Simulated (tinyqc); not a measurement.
Worked calculation: two-band k.p model of the Delta valleys near the X point under shear strain. Values are carried at full precision from step to step, so a last printed digit may differ when a step is redone from the rounded ones.

Constants: hbar^2/2m0 = 3.80998211 eV angstrom^2.

Inputs chosen for the exercise (near those of Si; not measured data):
```
symbol  value                  unit        meaning
a       5.422                  angstrom    lattice constant
ml      0.93                   m0          longitudinal mass
mt      0.193                  m0          transverse mass
kx0     0.149                  2 pi/a      distance of the minimum from X
D       14.1                   eV          shear deformation potential
Mp      0.244                  m0          coupling mass
exy     0.012                              shear strain
k       (0.036, 0.001, 0.204)  1/angstrom  wave vector from X
```

## Scales

k0 = kx0 2 pi/a; Delta = 2 c k0^2/ml with c = hbar^2/2m0, half the splitting of the two bands at k0; eta = D exy/Delta measures the shear coupling against it.

k0 = 0.17267 1/angstrom
Delta = 0.24428 eV
eta = 0.6927
splitting of the two bands at X, 2 |D exy| = 0.3384 eV

## The Hamiltonian at one k

Valley pair on the [001] axis, kz counted from the X point, c = hbar^2/2m0, k0 = kx0 2 pi/a. H = (c kz^2/ml + c (kx^2 + ky^2)/mt + c k0^2/ml) 1 + (2 c k0 kz/ml) sigma_z + (D exy - 2 c kx ky/Mp) sigma_x, so E = c kz^2/ml + c (kx^2 + ky^2)/mt + c k0^2/ml -/+ sqrt((2 c k0 kz/ml)^2 + (D exy - 2 c kx ky/Mp)^2). Without strain the lower band has its minima, E = 0, at kz = +/- k0. Shifts from diagonal strain are left out.

Fill in the 2 x 2 matrix (sigma_z diagonal) and give its levels.

H(k) (eV):
```
        1       2
1  0.6068  0.1681
2  0.1681  0.0296
```

levels (eV): -0.0157  0.6522

## Position, depth and masses of the minimum

For |eta| < 1: k_min = k0 sqrt(1 - eta^2), E_min = -Delta eta^2/2, ml(eta) = ml/(1 - eta^2), 1/m[110] = 1/mt + eta/Mp, 1/m[1-10] = 1/mt - eta/Mp. For |eta| > 1 the minimum sits at X: E_min = -Delta (2 |eta| - 1)/2, ml(eta) = ml/(1 - 1/|eta|), and eta is replaced by its sign in the transverse masses.

k_min = 0.1245 1/angstrom
E_min = -58.60 meV
ml(eta) = 1.788 m0

masses along [110] and [1-10] (m0): 0.1247  0.4269

The minimum has moved 27.9 % of the way to X; electrons are lighter along [110] (-35.4 % against mt) and heavier across (+121.2 %).

## The two bands along kz

kx = ky = 0, kz from 0 to 1.6 k0 in steps of 0.2 k0, with and without the strain.

Levels (eV):
```
kz/k0  kz (1/angstrom)    lower   upper  lower, no strain  upper, no strain
0.0             0.0000  -0.0471  0.2913            0.1221            0.1221
0.2             0.0345  -0.0491  0.3031            0.0782            0.1759
0.4             0.0691  -0.0537  0.3371            0.0440            0.2394
0.6             0.1036  -0.0577  0.3900            0.0195            0.3127
0.8             0.1381  -0.0582  0.4588            0.0049            0.3957
1.0             0.1727  -0.0529  0.5414            0.0000            0.4886
1.2             0.2072  -0.0404  0.6365            0.0049            0.5912
1.4             0.2417  -0.0200  0.7431            0.0195            0.7035
1.6             0.2763   0.0089  0.8607            0.0440            0.8257
```

## Checks

- Depth of the minimum by numerical search against the closed form (eV): both -0.058599.
- Mass along [110] by finite differences against the closed form: both 0.1247.

Run: tinyqc, `OMP_NUM_THREADS=1 python tinyqc.py 1051114 1051115 out.jsonl`; Intel(R) Xeon(R) Processor @ 2.30GHz, one thread, shared host; about 0.01 s of CPU time with all checks.
